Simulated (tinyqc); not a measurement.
Worked calculation: field-effect mobility of a thin-film transistor with band-tail and deep states (multiple trapping). Computed by tinyqc, a small Python program that keeps every step. Command: `OMP_NUM_THREADS=1 python tinyqc.py 3030913 3030914 out.jsonl tft walk`. One thread of a shared host (Intel(R) Xeon(R) Processor @ 2.30GHz), about 0.07 s of CPU time with the checks. Intermediate numbers are printed to about 6 digits and carried at full precision; extremes and crossings named in words are read from the listed rows.

A thick film in accumulation at small drain voltage. Only free electrons move; trapped ones still screen the gate. N_c and mu_0 are held fixed when T changes, leaving out the T^(3/2) growth of N_c. x = E_0 - psi is the distance of the Fermi level below the band edge.

Inputs (values chosen for the exercise, modelled on nanocrystalline ZnO): permittivity eps = 8.5; effective density of states N_c = 3.6e+18 1/cm^3; band mobility mu_0 = 37 cm^2/(V s); tail density at the edge g_t = 1.7e+20 1/(eV cm^3); tail width E_t = 49 meV; flat-band Fermi level below the edge, E_0 = 0.49 eV; equivalent oxide thickness t = 190 nm; surface band bending psi_s as a fraction of E_0 = 0.67; temperature T = 350 K.

Deep states: none.

Constants: k_B = 8.617333262e-05 eV/K; e = 1.602176634e-19 C; eps_0 = 8.8541878128e-12 F/m.

## Free and trapped densities

F_j(eta) = int_0^infinity x^j/(1 + exp(x - eta)) dx, without a gamma-function factor. Integrals over x = E/(k_B T) use 160 Gauss-Legendre points in u = sqrt(x) from 0 to sqrt(max(eta, 0) + 32). Free n(x) = N_c (2/sqrt(pi)) F_1/2(-x/k_B T), with F_1/2 from its two-term series in exp(-x/k_B T) for x >= 12 k_B T; tail n_t(x) = int_0^1.2eV g_t exp(-E/E_t)/(1 + exp((x - E)/k_B T)) dE, E counted down from the edge, 120 Gauss-Legendre points; space charge rho(psi) = n + n_t less its value at psi = 0.

Local densities at x = 0.4, 0.3, 0.2, 0.15, 0.1, 0.05, 0 and -0.05 eV:
```
x (eV)   n (1/cm^3)  n_t (1/cm^3)  n/(n + n_t)
0.40    6.25973e+12   4.88625e+15  1.27945e-03
0.30    1.72379e+14   3.71488e+16  4.61881e-03
0.20    4.74490e+15   2.73267e+17  1.70673e-02
0.15    2.48506e+16   7.14795e+17  3.35980e-02
0.10    1.29081e+17   1.75912e+18  6.83619e-02
0.05    6.44068e+17   3.79069e+18  1.45232e-01
0.00    2.75453e+18   6.31274e+18  3.03788e-01
-0.05   8.45080e+18   7.78785e+18  5.20413e-01
```

E_t/k_B T = 1.62: deep in the tail n_t follows exp(-x/E_t), more slowly than n, so the free share grows as the Fermi level rises.

## One gate voltage

Poisson: F(psi) = sqrt((2 e/(eps eps_0)) int_0^psi rho dpsi'); V_G - V_FB = psi_s + eps F(psi_s) t/3.9; free sheet density N_f = int (n - n(E_0))/F dpsi; induced sheet density N_i = eps eps_0 F(psi_s)/e; trapezoid rule on 301 even points in psi, the first interval left out of N_f. mu_eff = mu_0 N_f/N_i; field-effect mobility mu_FE = mu_0 e (dN_f/dV_G)/C_ox and swing S = dV_G/dlog10(N_f), by a central difference of +/- 2 mV in psi_s; C_ox = 3.9 eps_0/t.

surface field = 112.012 kV/cm

V_G - V_FB = 4.96675 V

free sheet density N_f = 6.58774e+09 1/cm^2

induced sheet density N_i = 5.26165e+11 1/cm^2

effective mobility mu_eff = 0.463251 cm^2/(V s)

field-effect mobility mu_FE = 1.03777 cm^2/(V s)

swing S = 4769.36 mV/decade

1.3 % of the induced charge is free. mu_FE exceeds mu_eff because the free share is still growing with V_G. The swing is 68.68 times the ideal ln(10) k_B T/e.

## Transfer curve

The formulas are those given above.

Against the band bending:
```
psi_s (V)  V_G - V_FB (V)  N_f (1/cm^2)  mu_eff (cm^2/(V s))  mu_FE (cm^2/(V s))  S (mV/decade)
0.17               1.0467   1.96173e+08              0.07299              0.1236         1192.7
0.24               2.1193   8.98733e+08              0.15599              0.3135         2154.0
0.30               3.7883   3.45703e+09              0.32325              0.7037         3691.0
0.35               6.1043   1.08336e+10              0.61409              1.4053         5792.0
0.39               8.8806   2.72425e+10              1.04656              2.5005         8185.4
0.43              12.7611   6.86235e+10              1.81520              4.5713        11278.4
0.47              17.9357   1.70022e+11              3.17521              8.4152        15178.1
0.50              22.6811   3.23279e+11              4.75387             12.7222        19087.4
0.54              30.1133   6.89103e+11              7.60042             19.1604        27011.8
```

The steepest swing among the rows is 1193 mV/decade. mu_eff climbs from 0.073 to 7.6, 21 % of mu_0 in the last row. Between rows 6 and 7 N_f scales as (V_G - V_FB - psi_s)^2.61; an exponential tail holding all the charge would give the larger of 1 and 2 E_t/k_B T - 1, here 2.25, and free charge alone 1.

Checks made by the program: tail integral against adaptive quadrature (relative difference below 1e-10).
